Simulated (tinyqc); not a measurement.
When U turns negative: defect-molecule model of a vacancy with Jahn-Teller distortion.

Four dangling hybrids a, b, c, d point into the vacancy: H_ii = E0, and -gm between any two. A tetragonal distortion Q pairs a with b and c with d: those two couplings become -gm - I Q and the other four -gm + I Q/2, at an elastic cost k Q^2/2. The a1 level holds two electrons; charge states 2+, + and 0 put n = 0, 1, 2 more into the lowest level of t2 origin. Energy from the 2+ state at Q = 0, with the Fermi level mu counted from Ev: W_n(Q) = n (et - 2 I Q) + k Q^2/2 + Uc n (n - 1)/2 - n mu. et = E0 + gm is the undistorted t2 level.

Parameters, chosen for this exercise (of the size used for the vacancy in silicon; the results hold for these values, not for the real material):
- E0 = 0 eV (level of a dangling hybrid, from Ev)
- gm = 0.37 eV (coupling between two dangling hybrids)
- I = 1.06 eV/angstrom (Jahn-Teller coupling)
- Uc = 0.27 eV (repulsion of two electrons in one orbital)

The force constant is varied. E_JT = 2 I^2/k, E(2+/+) = et - E_JT, E(+/0) = et - 3 E_JT + Uc, U_eff = Uc - 2 E_JT.

Against k:

| k (eV/angstrom^2) | E_JT (eV) | (2+/+) (eV) | (+/0) (eV) | U_eff (eV) | Q of the neutral state (angstrom) |
|---|---|---|---|---|---|
| 8 | 0.2809 | 0.0891 | -0.2027 | -0.2918 | 0.5300 |
| 12 | 0.1873 | 0.1827 | 0.0782 | -0.1045 | 0.3533 |
| 16 | 0.1404 | 0.2296 | 0.2187 | -0.0109 | 0.2650 |
| 24 | 0.0936 | 0.2764 | 0.3591 | 0.0827 | 0.1767 |
| 32 | 0.0702 | 0.2998 | 0.4293 | 0.1295 | 0.1325 |
| 48 | 0.0468 | 0.3232 | 0.4995 | 0.1764 | 0.0883 |
| 64 | 0.0351 | 0.3349 | 0.5347 | 0.1998 | 0.0663 |
| 96 | 0.0234 | 0.3466 | 0.5698 | 0.2232 | 0.0442 |

k at which U_eff = 0 = 16.65 eV/angstrom^2

Levels below 0 lie in the valence band. U_eff is negative for k below 4 I^2/Uc = 16.6: 3 of the 8 rows. The gain grows as n^2, so the second electron wins 3 E_JT where the first wins E_JT. For a stiff lattice the levels tend to et = 0.370 and et + Uc = 0.640 eV. Distortions above about 0.5 angstrom (1 of the rows) are beyond a linear coupling.

Computed by tinyqc, a small Python program: `OMP_NUM_THREADS=1 python tinyqc.py 1481857 1481858 out.jsonl` (the numbers bound the seed that draws the inputs); one thread of a shared host (Intel(R) Xeon(R) Processor @ 2.30GHz), about 0.01 s for the whole set of steps.
